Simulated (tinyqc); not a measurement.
Molecular dynamics of a small cluster by velocity Verlet steps: one step, computed by the program tinyqc. Command: `OMP_NUM_THREADS=1 python tinyqc.py 3027064 3027065 out.jsonl verlet walk`. One thread of a shared host (Intel(R) Xeon(R) Processor @ 2.30GHz), about 0.2 s of CPU time with the checks.

E = sum_i {sum_j A exp(-p (r_ij/r0 - 1)) - xi sqrt(rho_i)}, rho_i = sum_j exp(-2 q (r_ij/r0 - 1)); the force on i is -sum_j w_ij (R_i - R_j)/r_ij with w_ij = -(2p/r0) A exp(-p (r_ij/r0 - 1)) + (xi q/r0) exp(-2 q (r_ij/r0 - 1)) (rho_i^(-1/2) + rho_j^(-1/2)).

Task: State at the start. Velocity Verlet: a = c F/M with c = 9.648533212e-3 angstrom/fs^2 per eV/(angstrom u); R(new) = R + v dt + a dt^2/2; v(new) = v + (a + a(new)) dt/2. Kinetic energy K = M v^2/(2c); temperature T = 2K/((3N - 3) k_B), rotation of the cluster included. After each step v is scaled by sqrt(1 + (dt/tau)(T0/T - 1)).

Inputs (values chosen for the exercise, for model atoms):

| quantity | value | unit |
|---|---|---|
| length r0 | 2.66 | angstrom |
| repulsion A | 0.12 | eV |
| hopping xi | 1.54 | eV |
| decay p | 9.83 | - |
| decay q | 2.66 | - |
| atomic mass M | 91.1 | u |
| time step dt | 2.5 | fs |
| target temperature T0 | 200 | K |
| coupling time tau | 200 | fs |

Potential: Gupta. Thermostat: Berendsen.

starting positions (angstrom):
```
            x      y      z
atom 1  -0.01  -0.03   0.01
atom 2   2.45   0.03      0
atom 3   1.22   2.14   0.03
atom 4    1.2   0.71   2.04
atom 5   1.22   0.75  -2.07
```

starting velocities (angstrom/fs):
```
               x         y         z
atom 1  -0.00105   0.00024     9e-05
atom 2    -5e-05   0.00217    -7e-05
atom 3  -0.00056  -0.00145   0.00139
atom 4   0.00099  -0.00142  -0.00023
atom 5   0.00067   0.00047  -0.00119
```

Constants: 1 eV/(angstrom u) = 9.648533212e-03 angstrom/fs^2; k_B = 8.617333262e-05 eV/K.

Give: forces; potential energy; kinetic energy; temperature.

Result:

forces (eV/angstrom):
```
             x       y       z
atom 1   0.482   0.352  -0.138
atom 2  -0.383   0.176  -0.084
atom 3  -0.083  -0.481  -0.140
atom 4   0.011  -0.021  -0.681
atom 5  -0.026  -0.026   1.043
```

potential energy = -13.25 eV

kinetic energy = 0.07255 eV

temperature = 140.3 K
